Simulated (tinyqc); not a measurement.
Changing the temperature T: kinetic Monte Carlo and master equation for a particle on a ring of sites with traps and bias. Computed by tinyqc, a small Python program. Command: `OMP_NUM_THREADS=1 python tinyqc.py 3012432 3012433 out.jsonl kmc sweep`. One thread of a shared host (Intel(R) Xeon(R) Processor @ 2.30GHz), about 0.01 s of CPU time with the checks.

7 sites on a ring, numbered 1 to 7. The saddle between i and i+1 lies at E0 + s b_i and site i at s eps_i; a force F tilts the landscape, with the saddle half-way.

Inputs (values chosen for the exercise, for a model defect):
```
quantity                         value         unit
reference barrier E0               0.9           eV
scale factor s of the disorder       1            -
attempt frequency nu                13          THz
site spacing a                     2.8     angstrom
force F along the ring          0.0065  eV/angstrom
```

Disorder: random barriers.

site energies eps_i (eV): 0  0  0  0  0  0  0

saddle shifts b_i between sites i and i+1 (eV): -0.022  0.063  0.075  0.075  0.053  0.072  0.0095

Constants: k_B = 8.617333262e-05 eV/K.

Method:
- Rates: k(i to i+1) = nu exp(-(E0 + s b_i - s eps_i - F a/2)/(k_B T)), k(i to i-1) = nu exp(-(E0 + s b_(i-1) - s eps_i + F a/2)/(k_B T)).
- Share right = k right/(k right + k left); mean stay = 1/(k right + k left).
- Master equation dP/dt = W P, W_(i+1,i) = k right, W_(i-1,i) = k left, columns summing to zero. The steady state is its null vector; drift v = a sum P_i (k right - k left). D = a^2 lambda''(0)/2, where lambda(q) is the leading eigenvalue of W with right hops weighted by exp(q) and left hops by exp(-q).
- The slowest relaxation rate is minus the real part of the next eigenvalue of W. 1 angstrom = 1e-8 cm.
- At zero force D0 = a^2 nu exp(-E0/(k_B T)) / [<exp(-s eps/(k_B T))> <exp(s b/(k_B T))>], with means over the ring; Einstein relation v = D0 F/(k_B T); 1 angstrom = 1e-8 cm.

One run for each value:
```
temperature T (K)  zero-force diffusivity D0 (cm^2/s)  D0 over the value without disorder  drift velocity v (cm/s)
380                                         1.943e-15                              0.1647                3.907e-08
460                                         3.283e-13                              0.2336                5.431e-06
560                                         2.527e-11                              0.3118                3.423e-04
680                                         8.528e-10                              0.3916                9.498e-03
830                                         1.649e-08                              0.4720                1.503e-01
1000                                        1.611e-07                              0.5426                1.217e+00
1200                                        1.026e-06                              0.6061                6.454e+00
1500                                        6.510e-06                              0.6748                3.276e+01
```

What does the table show, and why?

Over the rows, zero-force diffusivity D0 (cm^2/s) rises from 1.94e-15 to 6.51e-6 (exponent d ln y / d ln x 27 between the first rows and 8.3 between the last); D0 over the value without disorder rises from 0.165 to 0.675 (exponent d ln y / d ln x 1.8 between the first rows and 0.48 between the last); drift velocity v (cm/s) rises from 3.91e-8 to 32.8 (exponent d ln y / d ln x 26 between the first rows and 7.3 between the last). The apparent barrier of D0 is 0.966 eV between the coldest rows and 0.956 eV between the hottest; at low T it tends to the highest saddle minus the deepest site, 0.975 eV, at high T to the mean difference, 0.947 eV.

Extremes, crossings and ranges named in words are read from the listed rows.
